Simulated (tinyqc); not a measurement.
Inside a calculation. Model: two-valley model of the transferred-electron effect. Computed by tinyqc, a small Python program that keeps every step. Command: `OMP_NUM_THREADS=1 python tinyqc.py 3022170 3022171 out.jsonl gunn walk`. One thread of a shared host (Intel(R) Xeon(R) Processor @ 2.30GHz), about 0.01 s of CPU time with the checks. Intermediate numbers are printed to about 6 digits and carried at full precision; extremes and crossings named in words are read from the listed rows.

Both kinds of valley share one electron temperature T_e, and each has a constant mobility.

Inputs (values chosen for the exercise, modelled on InP):
```
quantity                       value        unit
central-valley mass m1         0.078         m_0
satellite-valley mass m2        0.25         m_0
satellite valleys Z                4           -
valley separation dE            0.53          eV
central-valley mobility mu1     4400  cm^2/(V s)
satellite-valley mobility mu2    170  cm^2/(V s)
energy relaxation time tau_E    0.71          ps
lattice temperature T            100           K
electric field F                  21       kV/cm
mixing                             1           -
iteration cap                     50           -
```

Solver: damped fixed point.

Constants: k_B = 8.617333262e-05 eV/K.

## Equilibrium

Density-of-states ratio R = Z (m2/m1)^(3/2); n2/n1 = R exp(-dE/(k_B T_e)); mean mobility mu = (mu1 + mu2 n2/n1)/(1 + n2/n1); energy balance e mu F^2 = (3/2) k_B (T_e - T)/tau_E; v = mu F.

R = 22.9524

n2/n1 without field = 4.46687e-26

low-field mobility = 4400 cm^2/(V s)

dE is 61.5 k_B T, so the satellites are empty without field.

## First two iterations

Fixed point from T_e = T: T_out = T + (2/3) e mu(T_e) F^2 tau_E/k_B, T_new = T_e + mixing (T_out - T_e); stop when |T_out - T_e| is below 1e-6 K.

T_out of iteration 1 = 10758.2 K

T_e after iteration 1 = 10758.2 K

mu at that T_e = 473.047 cm^2/(V s)

T_e after iteration 2 = 1245.87 K

## Electron temperature

The formulas are those given above.

Course of the iteration:
```
iteration  T_e (K)  mu (cm^2/(V s))  |T_out - T_e| (K)
1            100.0          4400.00            10658.2
2          10758.2           473.05             9512.4
3           1245.9          3801.61             8062.9
4           9308.7           499.07             7999.8
5           1308.9          3668.79             7678.1
6           8987.0           506.32             7660.5
7           1326.5          3630.39             7567.5
...            ...              ...                ...
44          8852.0           509.56             7517.6
45          1334.3          3613.04             7517.6
46          8852.0           509.56             7517.6
47          1334.3          3613.04             7517.6
48          8852.0           509.56             7517.6
49          1334.3          3613.04             7517.6
50          8852.0           509.56             7517.6
```

electron temperature T_e = 1334.33 K

Not converged within 50 iterations: the residual has stopped falling and repeats with period one or two: the iteration swings between two states. T_e jumps up and down: T_out falls steeply as T_e rises, since hot electrons move to the slow valleys, and this mixing overshoots.

Reruns converge with mixing = 0.1, iteration cap = 600; or with mixing = 0.03, iteration cap = 600; or with solver = bisection, iteration cap = 600.
